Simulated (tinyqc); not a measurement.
Binary melting diagram from solution models of liquid and solid. From one set of inputs to another, one input at a time. Computed by tinyqc, a small Python program. Command: `OMP_NUM_THREADS=1 python tinyqc.py 3027606 3027607 out.jsonl melt ladder`. One thread of a shared host (Intel(R) Xeon(R) Processor @ 2.30GHz), about 0.01 s of CPU time with the checks.

x is the fraction of B. In a phase with interaction L: mu_A = G_A + R T ln(1 - x) + L x^2, mu_B = G_B + R T ln x + L (1 - x)^2. Melting: G(liquid) - G(solid) = H (1 - T/T_m) for each pure component.

The inputs printed are set A. Inputs not listed in the table keep their values of set A, so the rows need not describe a real material.

Inputs (values chosen for the exercise, for a model alloy): melting point T_A = 1260 K; melting point T_B = 575 K; heat of melting H_A = 34.4 kJ/mol; heat of melting H_B = 11.7 kJ/mol; liquid interaction L_L = -15 kJ/mol; overall fraction x0 = 0.64.

Diagram: eutectic with pure solids.

Constants: R = 8.314462618 J/(mol K).

Method:
- Liquid against pure solid A: T = (H_A + L_L x^2)/(H_A/T_A - R ln(1 - x)); against pure solid B: T = (H_B + L_L (1 - x)^2)/(H_B/T_B - R ln x).
- Halve the interval 0.001 to 0.999 for the crossing, 44 times.
- Primary solid forms at the higher branch; just above T_E its mole fraction is (x_E - x0)/x_E for A or (x0 - x_E)/(1 - x_E) for B, and the rest freezes as eutectic, with B making up x_E of it.

Each row keeps all changes above it:
```
input moved                      from    to  eutectic composition x_E  eutectic temperature T_E (K)  liquidus temperature (K)
set A                               -     -                   0.86339                        529.46                    789.36
heat of melting H_B (kJ/mol)     11.7  35.4                   0.84291                        556.15                    789.36
heat of melting H_A (kJ/mol)     34.4  6.52                   0.40158                        434.25                    512.53
melting point T_A (K)            1260   905                   0.36087                        417.94                    512.53
liquid interaction L_L (kJ/mol)   -15   -16                   0.35778                        410.79                    510.55
melting point T_B (K)             575  1110                   0.23697                        594.68                    936.07
```

Which inputs carry the difference?

Eutectic composition x_E goes from 0.863 to 0.237, a factor 0.274 in all. The largest single move comes from heat of melting H_A (a factor 0.476). Eutectic temperature T_E goes from 529 to 595, a factor 1.12 in all. The largest single move comes from melting point T_B (a factor 1.45), and heat of melting H_A works against it (a factor 0.781). Liquidus temperature goes from 789 to 936, a factor 1.19 in all. The largest single move comes from melting point T_B (a factor 1.83), and heat of melting H_A works against it (a factor 0.649). The single moves hold for this order of the switches; the total does not depend on the order.

Extremes, crossings and ranges named in words are read from the listed rows.
